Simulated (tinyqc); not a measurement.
Lifetime against injection: Shockley-Read-Hall recombination through one deep level.

One level at Et with degeneracy 1: tn = 1/(sn vth Nt), tp = 1/(sp_ vth Nt), n1 = Nc exp((Et - Eg)/kT), p1 = Nv exp(-Et/kT), ni^2 = n1 p1. Equilibrium n0 = Nm, p0 = ni^2/Nm; n = n0 + dn, p = p0 + dn. U = (n p - ni^2)/(tp (n + n1) + tn (p + p1)), lifetime dn/U; emission rates en = sn vth n1, ep = sp_ vth p1.

Constants: kB = 8.617333262e-05 eV/K.

Parameters, chosen for this exercise (gap and densities of states near those of Si at this temperature; not measured data):
- Eg = 1.111 eV (gap)
- Nc = 3.44e+19 1/cm^3 (conduction-band density of states)
- Nv = 1.44e+19 1/cm^3 (valence-band density of states)
- T = 350 K
- Et = 0.937 eV (recombination level above Ev)
- Nt = 2e+14 1/cm^3 (defects)
- sn = 1.5e-16 cm^2 (electron capture cross-section)
- sp_ = 8.2e-15 cm^2 (hole capture cross-section)
- vth = 15000000 cm/s (thermal velocity, both carriers)
- Nm = 1.7e+16 1/cm^3 (equilibrium electrons for the lifetime steps)

Recombination:

| dn (1/cm^3) | lifetime (microsecond) | U (1/(cm^3 s)) |
|---|---|---|
| 1.0e+11 | 0.2975 | 3.36e+17 |
| 1.0e+12 | 0.2976 | 3.36e+18 |
| 1.0e+13 | 0.2987 | 3.35e+19 |
| 1.0e+14 | 0.3090 | 3.24e+20 |
| 1.0e+15 | 0.4067 | 2.46e+21 |
| 1.0e+16 | 1.025 | 9.75e+21 |
| 1.0e+17 | 1.977 | 5.06e+22 |
| 1.0e+18 | 2.230 | 4.48e+23 |

The lifetime rises from 0.2975 to 2.23 microsecond; tn + tp = 2.263. At low injection it is tp (1 + n1/n0) + tn p1/n0 with n1/Nm = 6.3 and p1/Nm = 2.7e-11: re-emission lengthens it to 7.32 times the minority capture time. Auger and radiative paths are left out; they cut in at the highest injections, and in a doped direct-gap crystal the radiative one counts at all injections. dn = dp neglects trapped charge, which matters where the traps hold a charge comparable with dn, at low injection and with very unequal cross sections.

(tinyqc, `OMP_NUM_THREADS=1 python tinyqc.py 1651523 1651524 out.jsonl`, Intel(R) Xeon(R) Processor @ 2.30GHz, 1 thread, shared host, about 0.01 s.)
